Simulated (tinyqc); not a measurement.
Inside a calculation. Method: UKS/BP86 in the 6-31g basis, for H2-, spin multiplicity 2. The basis has no diffuse functions, so it cannot describe the extra electron: this is an exercise in the method, not the real anion. One step of it, computed by the program tinyqc.

Task: Orthogonalisation. S = U s U^T; symmetric (Loewdin) form X = U s^(-1/2) U^T, so that X^T S X = 1.

overlap S:
```
          1H 1s     1H 2s     2H 1s     2H 2s
1H 1s  1.000000  0.658292  0.160434  0.347090
1H 2s  0.658292  1.000000  0.347090  0.675129
2H 1s  0.160434  0.347090  1.000000  0.658292
2H 2s  0.347090  0.675129  0.658292  1.000000
```

Give: eigenvalues of S; X.

Result:

eigenvalues of S: 0.178  0.380  0.986  2.456

X:
```
        1H 1s   1H 2s   2H 1s   2H 2s
1H 1s   1.253  -0.500  -0.001   0.024
1H 2s  -0.500   1.565   0.024  -0.556
2H 1s  -0.001   0.024   1.253  -0.500
2H 2s   0.024  -0.556  -0.500   1.565
```
